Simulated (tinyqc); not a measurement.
# Threshold-voltage variability of a planar MOSFET, analytic estimates: what changes with what

Three independent sources add in quadrature: random dopants in the depleted layer, metal-gate grains of two orientations, and roughness of the two gate edges acting through the roll-off VT = VT(long) - Vr exp(-L/l). These are first-order estimates: no three-dimensional electrostatics, no percolation.

Values chosen for this exercise; material values close to those of silicon:
- T = 300 K (temperature)
- Eg = 1.11 eV (band gap)
- eps_r = 11.7 (relative permittivity of the semiconductor)
- Nc = 2.82e19 cm^-3 (conduction-band density of states at T)
- Nv = 2.67e19 cm^-3 (valence-band density of states at T)
- Na = 1.1e18 cm^-3 (channel doping)
- ti = 1.6 nm (oxide-equivalent thickness in inversion)
- L = 20 nm (gate length)
- W = 60 nm (gate width)
- G = 15 nm (metal grain size)
- dW = 0.2 eV (work-function difference of the two grain orientations)
- p = 0.3 (share of the orientation of higher work function)
- De = 0.8 nm (rms roughness of one gate edge)
- La = 30 nm (correlation length of the roughness)
- l = 4.1 nm (decay length of the threshold roll-off)
- Vr = 1.4 V (prefactor of the roll-off)

Constants: q = 1.602176634e-19 C, kB = 1.380649e-23 J/K, Vt = kB T/q, eps0 = 8.8541878128e-14 F/cm where lengths are in cm. Results are converted to the units shown.

Each table varies one quantity; the others keep the values above.

## Effect of the channel doping

ni = sqrt(Nc Nv) exp(-Eg/(2 Vt)), Eg in volts; Cox = 3.9 eps0/ti; Wd = sqrt(4 eps0 eps_r Vt ln(Na/ni)/(q Na)); dopants: s1 = (q/Cox) sqrt(Na Wd/(3 L W)). Grains: Ng = L W/G^2 (at least 1), s2 = dW sqrt(p (1 - p)/Ng). Edges, with exponential correlation and u = W/La: the mean gate length has sL^2 = 2 De^2 (2/u)[1 - (1 - exp(-u))/u]; s3 = sL (Vr/l) exp(-L/l). s = sqrt(s1^2 + s2^2 + s3^2). l and Vr are held fixed.

The same in every row: s2 (mV) = 39.686; s3 (mV) = 2.2156.

Effect of the channel doping:
```
Na (cm^-3)  s1 (mV)  s (mV)  s sqrt(L W) (mV um)
1.5e17       13.982  42.135               1.4596
2.6e17       16.177  42.914               1.4866
4.7e17       18.920  44.021               1.5249
8.2e17       21.917  45.390               1.5724
1.5e18       25.700  47.333               1.6397
2.6e18       29.705  49.622               1.7189
4.5e18       34.313  52.510               1.8190
8e18         39.908  56.326               1.9512
```

Read the table: what changes, and by how much?

As Na goes from 1.5e17 to 8e18 cm^-3, s rises from 42.1 to 56.3 mV. The largest source is the grains in the first row and the dopants in the last. s1 goes on average as Na^(0.26), near the 1/4 expected from Na Wd. For Na = 1.5e17 to 2.6e18 cm^-3 the depletion depth exceeds L, so source and drain share much of the charge and s1 is rough.

## Scaling length and width together

Same model as above.

l and Vr are held fixed. W = 3 L in every row; l is held fixed.

Scaling length and width together:
```
L (nm)  s1 (mV)  s2 (mV)   s3 (mV)  s (mV)  s sqrt(L W) (mV um)
13        36.44    61.06     13.35   72.34                1.629
16        29.60    49.61     6.174   58.10                1.610
20        23.68    39.69     2.216   46.27                1.603
24        19.74    33.07    0.7975   38.52                1.601
29        16.33    27.37    0.2233   31.87                1.601
36        13.16    22.05   0.03781   25.68                1.601
44        10.76    18.04  0.005010   21.01                1.601
```

Read the table: what changes, and by how much?

As L goes from 13 to 44 nm, s falls from 72.3 to 21.0 mV. The grains are the largest source in the first and the last row. The product s sqrt(L W) falls from 1.63 to 1.60 mV um: s1 and s2 go as 1/sqrt(L W), so the change comes from s3 alone. For L = 13 to 16 nm the gate holds under four grains, so the work function takes a few discrete values. For L = 13 to 29 nm the depletion depth exceeds L, so source and drain share much of the charge and s1 is rough.

## Effect of the oxide-equivalent thickness in inversion

Same model as above.

l and Vr are held fixed.

The same in every row: s2 (mV) = 39.69; s3 (mV) = 2.216.

Effect of the oxide-equivalent thickness in inversion:
```
ti (nm)  s1 (mV)  s (mV)  s sqrt(L W) (mV um)
0.8        11.84   41.47                1.437
1.2        17.76   43.54                1.508
1.6        23.68   46.27                1.603
2          29.60   49.56                1.717
2.4        35.52   53.31                1.847
2.8        41.45   57.42                1.989
3.2        47.37   61.83                2.142
```

As ti goes from 0.8 to 3.2 nm, s rises from 41.5 to 61.8 mV. The largest source is the grains in the first row and the dopants in the last. s1 goes on average as ti^(1.00). In every row the depletion depth exceeds L, so source and drain share much of the charge and s1 is rough.

Program tinyqc, `OMP_NUM_THREADS=1 python tinyqc.py 2090068 2090069 out.jsonl`; Intel Xeon 2.30GHz, shared host, one thread, about 0.01 s.
